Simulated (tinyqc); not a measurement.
Comparisons within one model: virtual-crystal alloy in the empirical-pseudopotential method. A value that a table varies takes the place of the one given here.

Empirical pseudopotential on the fcc lattice, atoms at +/- tau, tau = a (1,1,1)/8, no spin-orbit coupling. H(G,G') = c (2 pi/a)^2 |k + G|^2 delta + VS(q) cos(q.tau) + i VA(q) sin(q.tau), q = G - G', c = hbar^2/2m0; k and G in units of 2 pi/a; VS at |q|^2 = 3, 8, 11 and VA at 3, 4, 11, in rydberg, zero elsewhere. At each k the basis holds all G with |k + G|^2 up to 16; energies are counted from the fourth level at Gamma.

Virtual crystal A(1-x)B(x): a = (1 - x) a_A + x a_B. Rule linear: V = (1 - x) V_A + x V_B. Rule volume: V = [(1 - x) a_A^3 V_A + x a_B^3 V_B]/a^3, since a form factor is an atomic potential divided by the cell volume.

Constants: hbar^2/2m0 = 3.80998211 eV angstrom^2; Ry = 13.60569312 eV.

Parameters, chosen for this exercise (classic local form factors of the size used for Si (A) and Ge (B), which place X and L only to a few tenths of an eV; shifted at random, so the results belong to these values and not to a real crystal):
- a = (5.424, 5.668) angstrom (lattice constants of A, B)
- VSA = (-0.215, 0.04, 0.081) Ry (symmetric form factors of A)
- VAA = (0, 0, 0) Ry (antisymmetric form factors of A)
- VSB = (-0.227, 0.011, 0.06) Ry (symmetric form factors of B)
- VAB = (0, 0, 0) Ry (antisymmetric form factors of B)
- rule = volume (mixing rule)

## Gaps across the alloy

Gaps from the valence top to the fifth band at Gamma, at L = (1/2,1/2,1/2) and at the lowest of k = (f,0,0), f = 0.70, 0.75, ..., 1.00. Bowing C = 4 [(E(0) + E(1))/2 - E(1/2)].

Gaps (eV):
```
x      Gamma  Delta/X  f of the minimum      L   lowest
0.000  3.444    0.893              0.85  1.898  Delta/X
0.167  3.443    0.906              0.85  1.733  Delta/X
0.333  3.036    0.917              0.85  1.569  Delta/X
0.500  2.592    0.928              0.85  1.407  Delta/X
0.667  2.158    0.937              0.85  1.248  Delta/X
0.833  1.736    0.945              0.85  1.092  Delta/X
1.000  1.325    0.952              0.85  0.940        L
```

bowing (eV): Gamma -0.829, Delta/X -0.022, L 0.047

The lowest valley changes: Delta/X to L between x = 0.833 and 1.000. From A to B the Gamma gap moves by -2.12 eV, L by -0.96 eV and Delta/X by +0.06 eV; a move of Delta/X below about 0.4 eV is within the error of such form factors, sign included. The virtual crystal holds no disorder and no bond relaxation, so its bowing comes from the non-linear dependence on the mean potential and volume alone, and it may differ from measured bowing, which is positive in these alloys, in size and even in sign; crossings move with it; where the character of the fifth band at Gamma changes along x, its value mixes two levels.

## Two mixing rules

Gaps from the valence top to the fifth band at Gamma, at L = (1/2,1/2,1/2) and at the lowest of k = (f,0,0), f = 0.70, 0.75, ..., 1.00. Both rules agree at the ends.

Gaps (eV):
```
x     Gamma, linear  Delta/X, linear  L, linear  Gamma, volume  Delta/X, volume  L, volume
0.25          3.325            0.916      1.676          3.262            0.912      1.651
0.50          2.676            0.934      1.442          2.592            0.928      1.407
0.75          2.009            0.946      1.196          1.946            0.941      1.170
```

At x = 0.5 the volume rule moves Gamma by -84 meV, Delta/X by -6 meV and L by -35 meV, that is the bowing by -4 times these; the lattice constants differ by 4.5 %, and the rules would coincide for equal ones.

tinyqc: `OMP_NUM_THREADS=1 python tinyqc.py 1051109 1051110 out.jsonl`; about 1 s, one thread, shared Intel(R) Xeon(R) Processor @ 2.30GHz.
